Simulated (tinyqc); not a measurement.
From results back to parameters: Boltzmann transport in a parabolic band with a power-law relaxation time. Three cases, with inputs chosen for the exercise.

Problem. The Seebeck coefficient and the Hall density nH = n/rH are given; md is hidden (a Pisarenko analysis).

F_j(eta) = (1/Gamma(j + 1)) integral_0^infinity x^j dx/(1 + exp(x - eta)), which tends to exp(eta) for eta << 0.

n = N F_1/2(eta) with N = 2 (m kB T/(4 pi c))^(3/2) with c = hbar^2/2m0, in 1/angstrom^3; times 1e24 for 1/cm^3, m = md.

tau = tau0 x^r with x = E/kT. With K_j = Gamma(j + 1) F_j(eta): <tau> = tau0 (r + 3/2) K_(r+1/2)/((3/2) K_(1/2)); mu = <tau>/(mc m0/e), m0/e = 5.685630e-12 kg/C; Hall factor rH = (3/2) K_(1/2) (2r + 3/2) K_(2r+1/2)/((r + 3/2) K_(r+1/2))^2; Seebeck S = -(kB/e) [(r + 5/2) K_(r+3/2)/((r + 3/2) K_(r+1/2)) - eta]; Lorenz number L = (kB/e)^2 [(r + 7/2) K_(r+5/2)/((r + 3/2) K_(r+1/2)) - ((r + 5/2) K_(r+3/2)/((r + 3/2) K_(r+1/2)))^2]; kB/e in V/K. Valley anisotropy is left out of rH.

Constants: hbar^2/2m0 = 3.80998211 eV angstrom^2; kB = 8.617333262e-05 eV/K.

Case 1.

Values chosen (out of a larger set: masses near those of Si; tau0 is set for a mobility of the usual size at this n, kL is a free input; freeze-out and phonon drag, which matter near 77 K, are left out; not measured data): r = 0.5 (exponent of tau); T = 77 K.

S = -157.816 microvolt/K
nH = 1.2447e+19 1/cm^3

Case 2.

Values chosen (out of a larger set: masses near those of Ge; tau0 is set for a mobility of the usual size at this n, kL is a free input; freeze-out and phonon drag, which matter near 77 K, are left out; not measured data): r = 1.5 (exponent of tau); T = 200 K.

S = -467.173 microvolt/K
nH = 6.9550e+17 1/cm^3

Case 3.

Values chosen (out of a larger set: masses near those of GaN; tau0 is set for a mobility of the usual size at this n, kL is a free input; freeze-out and phonon drag, which matter near 77 K, are left out; not measured data): r = 0.5 (exponent of tau); T = 77 K.

S = -422.476 microvolt/K
nH = 4.1831e+16 1/cm^3

Find: eta; rH; n; md.

Solution. S depends on eta alone and |S| falls steadily with it; eta gives rH and so n, and N = n/F_1/2(eta) gives md from N proportional to md^(3/2).

Case 1.

eta = 2.54
rH = 1.044
n = 1.3e+19 1/cm^3
md = 1.054 m0

Case 2.

eta = -1.36
rH = 1.869
n = 1.3e+18 1/cm^3
md = 0.546 m0

Case 3.

eta = -1.85
rH = 1.100
n = 4.6e+16 1/cm^3
md = 0.207 m0

Computed by tinyqc, one run a case: `OMP_NUM_THREADS=1 python tinyqc.py N N+1 out.jsonl` with N = 1680737, 1680754, 1680770; one thread of a shared Intel(R) Xeon(R) Processor @ 2.30GHz, about 0.01 s a run at most.
